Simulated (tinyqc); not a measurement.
Thin-body film or fin with hard walls, valleys of the Si type: one step. Effective density of states and threshold shift.

A film of thickness t between hard walls, flat band inside: E_n = c (n pi/t)^2/m_z above the bulk edge, c = hbar^2/2m0. Without degeneracy the sheet density is N2 exp((EF - Ec)/kB T) with N2 = sum_i g m_d/(2 pi c) kB T exp(-E_i/kB T) over n = 1 to 40 of each group; a classical film has t Nc with Nc = 2 g_all (m_dos kB T/(4 pi c))^(3/2), m_dos = (ml mt^2)^(1/3). The threshold shift is dVt = kB T ln(t Nc/N2).

Constants: hbar^2/2m0 = 3.80998211 eV angstrom^2; kB = 8.617333262e-05 eV/K.

Parameters, chosen for this exercise (near those of Si; shifted at random, so the results belong to these values and not to a real crystal): t = 52 angstrom (body thickness); ml = 0.902 m0 (longitudinal mass); mt = 0.192 m0 (transverse mass); T = 300 K (temperature); g_all = 6 (number of valleys).

Valleys (masses in m0):

| valleys g | cos^2(theta) | m_z | m_1 | m_2 | m_d |
|---|---|---|---|---|---|
| 6 | 0.333333 | 0.260297 | 0.192000 | 0.665333 | 0.357413 |

Question. Sum the subbands; 1/angstrom^2 = 1e16/cm^2 and 1/angstrom^3 = 1e24/cm^3.

Give: terms of N2 by group; Nc; t Nc; dVt.

Answer.

terms of N2 by group (1e12/cm^2): 2.938

Nc = 2.746 x 1e19/cm^3
t Nc = 14.277 x 1e12/cm^2
dVt = 40.9 mV

Confinement leaves 21 % of the classical states.

Program tinyqc; command `OMP_NUM_THREADS=1 python tinyqc.py 1282724 1282725 out.jsonl`; about 0.01 s on one thread of a shared Intel(R) Xeon(R) Processor @ 2.30GHz.
